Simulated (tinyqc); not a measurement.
Inputs raised by 2 %, one at a time: kinetics of strain relaxation and threading dislocations in mismatched semiconductor layers. Computed by tinyqc, a small Python program. Command: `OMP_NUM_THREADS=1 python tinyqc.py 3008861 3008862 out.jsonl threading sens`. One thread of a shared host (Intel(R) Xeon(R) Processor @ 2.30GHz), about 0.01 s of CPU time with the checks.

60-degree dislocations on {111} planes of a (001) layer, isotropic elasticity. The Schmid factor is 1/sqrt(6), and a misfit segment relieves strain with b/2.

Inputs (values chosen for the exercise, modelled on Si(0.8)Ge(0.2) on Si): misfit f = 0.00787; shear modulus G = 65.1 GPa; Poisson ratio nu = 0.27; Burgers vector b = 3.88 angstrom; glide activation energy Q = 2.04 eV; velocity prefactor v0 = 34000 m/s per MPa; layer thickness h = 76 nm; anneal temperature T = 846 K; anneal time t = 94 s; initial thread density rho_0 = 83000 1/cm^2; multiplication constant delta = 2400 1/m; grading rate (misfit per thickness) R_f = 0.0044 1/micrometre; growth temperature of the buffer T_g = 971 K; growth rate R_g = 0.27 nm/s.

Sources: multiplication.

Constants: k_B = 8.617333262e-05 eV/K.

Method:
- Excess resolved stress tau = (1/sqrt 6) [2 G (1 + nu)/(1 - nu)] (e - e_eq), e_eq = b (1 - nu/4) [ln(h/b) + 1]/(4 pi (1 + nu) h), the Matthews-Blakeslee strain of an uncapped layer; glide velocity v = v0 tau exp(-Q/(k_B T)), tau in MPa.
- Threads run in two directions, so de/dt = -(b/4) rho v, and they multiply as d rho/dt = delta rho v. With x = e - e_eq, x0 = f - e_eq (fully strained at t = 0) and v = m S x (m the mobility, S x = tau): rho = rho_0 + (4 delta/b)(x0 - x), so dx/dt = -k x (a - x), k = delta m S, a = x0 + b rho_0/(4 delta): a logistic law, x = a/[1 + (a/x0 - 1) exp(k a t)].
- The half time is that at which x = x0/2.
- In steady grading, strain is fed at R_f R_g and relieved at (b/4) rho v. As a glide-limited estimate, the driving stress is taken as the mean stress of the strained top zone, whose depth z solves R_f z/2 = e_eq(z), with strain R_f z at the surface; tau_g = S R_f z/2 is its mean; then rho = 4 R_f R_g/(b m tau_g), m = v0 exp(-Q/(k_B T_g)), S = (1/sqrt 6) 2 G (1 + nu)/(1 - nu), e_eq(z) = b (1 - nu/4) [ln(z/b) + 1]/(4 pi (1 + nu) z).

Runs; columns: (1) input moved; (2) from; (3) to; (4) half time (s); (5) strain left e; (6) thread density of the buffer (1/cm^2); (7) initial velocity (micrometre/s):
```
(1)                                                        (2)       (3)     (4)        (5)    (6)     (7)
base run                                                     -         -  162.31  0.0072889  24546  13.268
shear modulus G (GPa)                                     65.1    66.402  159.13  0.0072549  24065  13.533
glide activation energy Q (eV)                            2.04    2.0808  284.05  0.0077209  39971   7.581
layer thickness h (nm)                                      76     77.52  161.64  0.0072800  24546  13.336
anneal time t (s)                                           94     95.88  162.31  0.0072549  24546  13.268
initial thread density rho_0 (1/cm^2)                    83000     84660  161.68  0.0072783  24546  13.268
grading rate (misfit per thickness) R_f (1/micrometre)  0.0044  0.004488  162.31  0.0072889  24808  13.268
growth temperature of the buffer T_g (K)                   971    990.42  162.31  0.0072889  15219  13.268
```

Exponents ln(y'/y) / ln(x'/x):
```
input                                    half time  strain left e  thread density of the buffer  initial velocity
shear modulus G                             -1.000         -0.236                        -1.000             1.000
glide activation energy Q                   28.261          2.907                        24.623           -28.261
layer thickness h                           -0.209         -0.062                         0.000             0.260
anneal time t                                0.000         -0.236                         0.000             0.000
initial thread density rho_0                -0.196         -0.074                         0.000             0.000
grading rate (misfit per thickness) R_f      0.000          0.000                         0.535             0.000
growth temperature of the buffer T_g         0.000          0.000                       -24.140             0.000
```

To which inputs is each result most sensitive?

Among the inputs moved here: half time answers most in size to glide activation energy Q (exponent +28.261), next to shear modulus G (-1.000); its exponent is below 0.0005 for anneal time t, grading rate (misfit per thickness) R_f, growth temperature of the buffer T_g. Strain left e answers most in size to glide activation energy Q (exponent +2.907), next to shear modulus G (-0.236); its exponent is below 0.0005 for grading rate (misfit per thickness) R_f, growth temperature of the buffer T_g. Thread density of the buffer answers most in size to glide activation energy Q (exponent +24.623), and about equally to growth temperature of the buffer T_g (-24.140); its exponent is below 0.0005 for layer thickness h, anneal time t, initial thread density rho_0. Its exponent +0.535 in grading rate (misfit per thickness) R_f: the feed goes as R_f and the stress as its root, but for the logarithm. Initial velocity answers most in size to glide activation energy Q (exponent -28.261), next to shear modulus G (+1.000); its exponent is below 0.0005 for anneal time t, initial thread density rho_0, grading rate (misfit per thickness) R_f, growth temperature of the buffer T_g.

Caution (rows base run, shear modulus G, layer thickness h, anneal time t, initial thread density rho_0, grading rate (misfit per thickness) R_f, growth temperature of the buffer T_g): blocking of threads by crossing misfit lines, left out here, leaves real layers with more strain. Caution (all rows): real buffers seldom go below 1e5 /cm^2, as pile-ups and nucleation take over; this value is a lower bound.

Extremes, crossings and ranges named in words are read from the listed rows.
